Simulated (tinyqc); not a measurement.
Inductance and parasitic capacitance from two readings.

Problem. A loss-free coil L in parallel with C shows the apparent inductance L/(1 - w^2 L C), w = 2 pi f. Find L, C and the self-resonance 1/(2 pi sqrt(L C)).

apparent inductance at 10 and 16 GHz (nH): [1.4208519, 2.6071934]

Solution. The inverse of the reading is 1/L - w^2 C, a straight line in w^2.

L = 1.10 nH
C = 52.0 fF
self-resonance = 21.0 GHz

Computed by the program tinyqc: `OMP_NUM_THREADS=1 python tinyqc.py 2302073 2302074 out.jsonl`, one thread of a shared Intel Xeon 2.30GHz, about 0.01 s for the whole run.
